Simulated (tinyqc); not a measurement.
Inside a calculation. Method: sp3 tight binding, zinc-blende lattice. Computed by tinyqc, a small Python program that keeps every step. Command: `OMP_NUM_THREADS=1 python tinyqc.py 23666 23667 out.jsonl` (the two numbers bound the seeds that draw the settings). One thread of a shared host (Intel(R) Xeon(R) Processor @ 2.60GHz), about 0.01 s of CPU time with the checks.

## Bloch Hamiltonian at k

Parameters chosen for this model: zinc-blende lattice, anion at 0, cation at a/4 (1,1,1); V = eta hbar^2 / (m d^2), hbar^2/m = 7.619964 eV angstrom^2:
```
parameter          value      unit
a               4.050000  angstrom
d               1.753701  angstrom
Es anion      -11.360000        eV
Ep anion       -6.720000        eV
Es cation     -11.360000        eV
Ep cation      -6.720000        eV
eta ss         -1.270000
eta sp          1.740000
eta pp sigma    2.660000
eta pp pi      -0.660000
V ss           -3.146627        eV
V sp            4.311127        eV
V pp sigma      6.590574        eV
V pp pi        -1.635255        eV
```

k point k (2 pi / a): -0.720000  0.560000  -0.650000

Slater-Koster rules over the four bonds with direction cosines (l, m, n): ss V_ss; s-px l V_sp; px-s -l V_sp; px-px l^2 V_pps + (1 - l^2) V_ppp; px-py l m (V_pps - V_ppp); each times exp(i k.d).

H(k) at k (eV), lower triangle (Hermitian):
```
                      a s                 a px                a py                 a pz
a s            -11.360000
a px             0.000000            -6.720000
a py             0.000000             0.000000           -6.720000
a pz             0.000000             0.000000            0.000000            -6.720000
c s   -1.784857-7.481984i  -2.784971-3.000332i  4.896097+1.706632i  -3.626778-2.303928i
c px   2.784971+3.000332i   0.627745+2.631459i  3.995298+2.538032i  -5.393593-1.880045i
c py  -4.896097-1.706632i   3.995298+2.538032i  0.627745+2.631459i   3.067954+3.305198i
c pz   3.626778+2.303928i  -5.393593-1.880045i  3.067954+3.305198i   0.627745+2.631459i

             c s       c px       c py       c pz
c s   -11.360000
c px    0.000000  -6.720000
c py    0.000000   0.000000  -6.720000
c pz    0.000000   0.000000   0.000000  -6.720000
```

## Levels at k

Diagonalise the Hermitian matrix.

eigenvalues (eV): -22.271540  -18.069060  -14.379156  -13.841873  -0.077591  0.305559  0.887186  4.406476

weights |c|^2 of the basis functions:
```
        band 1    band 2    band 3    band 4    band 5    band 6    band 7    band 8
a s   0.399557  0.148823  0.004138  0.005230  0.345702  0.005242  0.004938  0.086369
a px  0.020693  0.135865  0.308400  0.015492  0.091536  0.030095  0.258782  0.139137
a py  0.048160  0.096315  0.029089  0.303237  0.028415  0.346140  0.014209  0.134435
a pz  0.031590  0.118998  0.158373  0.176041  0.034346  0.118523  0.222071  0.140059
c s   0.399557  0.148823  0.004138  0.005230  0.345702  0.005242  0.004938  0.086369
c px  0.020693  0.135865  0.308400  0.015492  0.091536  0.030095  0.258782  0.139137
c py  0.048160  0.096315  0.029089  0.303237  0.028415  0.346140  0.014209  0.134435
c pz  0.031590  0.118998  0.158373  0.176041  0.034346  0.118523  0.222071  0.140059
```

## Bloch Hamiltonian at L

k point L (2 pi / a): 0.500000  0.500000  0.500000

As before.

H(k) at L (eV), lower triangle (Hermitian):
```
                      a s                 a px                 a py                 a pz
a s            -11.360000
a px             0.000000            -6.720000
a py             0.000000             0.000000            -6.720000
a pz             0.000000             0.000000             0.000000            -6.720000
c s   -4.450003-4.450003i   3.520021+3.520021i   3.520021+3.520021i   3.520021+3.520021i
c px  -3.520021-3.520021i   1.565093+1.565093i  -3.877693-3.877693i  -3.877693-3.877693i
c py  -3.520021-3.520021i  -3.877693-3.877693i   1.565093+1.565093i  -3.877693-3.877693i
c pz  -3.520021-3.520021i  -3.877693-3.877693i  -3.877693-3.877693i   1.565093+1.565093i

             c s       c px       c py       c pz
c s   -11.360000
c px    0.000000  -6.720000
c py    0.000000   0.000000  -6.720000
c pz    0.000000   0.000000   0.000000  -6.720000
```

## Levels at L

As before.

eigenvalues (eV): -20.895459  -20.341473  -14.417262  -14.417262  -0.199668  0.977262  0.977262  5.276601

## Bands along a path

The same steps at evenly spaced points between the labelled ones.

Bands along the path (eV):
```
k             band 1      band 2      band 3      band 4     band 5     band 6     band 7    band 8
L         -20.895459  -20.341473  -14.417262  -14.417262  -0.199668   0.977262   0.977262  5.276601
L-G 0.25  -22.154573  -18.455535  -14.030334  -14.030334  -0.171591   0.590334   0.590334  4.621698
L-G 0.50  -23.156527  -15.698042  -12.998693  -12.998693  -0.441307  -0.441307  -0.246417  2.940987
L-G 0.75  -23.748556  -12.737540  -11.760138  -11.760138  -1.679862  -1.679862  -1.181089  1.507186
G         -23.946510  -11.146751  -11.146751  -11.146751  -2.293249  -2.293249  -2.293249  1.226510
G-X 0.25  -23.678104  -12.580265  -12.580265  -11.993635  -1.940529  -0.859735  -0.859735  1.452268
G-X 0.50  -22.835273  -15.083258  -15.083258  -14.105934  -1.014548   1.643258   1.643258  1.795754
G-X 0.75  -21.357344  -16.993532  -16.993532  -16.724389   0.154739   1.766994   3.553532  3.553532
X         -19.262855  -19.262855  -17.687772  -17.687772   1.182855   1.182855   4.247772  4.247772
X-W 0.25  -19.262855  -19.262855  -17.687772  -17.687772   1.182855   1.182855   4.247772  4.247772
X-W 0.50  -19.262855  -19.262855  -17.687772  -17.687772   1.182855   1.182855   4.247772  4.247772
X-W 0.75  -19.262855  -19.262855  -17.687772  -17.687772   1.182855   1.182855   4.247772  4.247772
W         -19.262855  -19.262855  -17.687772  -17.687772   1.182855   1.182855   4.247772  4.247772
```

With 4 band(s) filled, the highest filled level on these points lies at G and the lowest empty one at G: a gap of 8.8535 eV, direct.
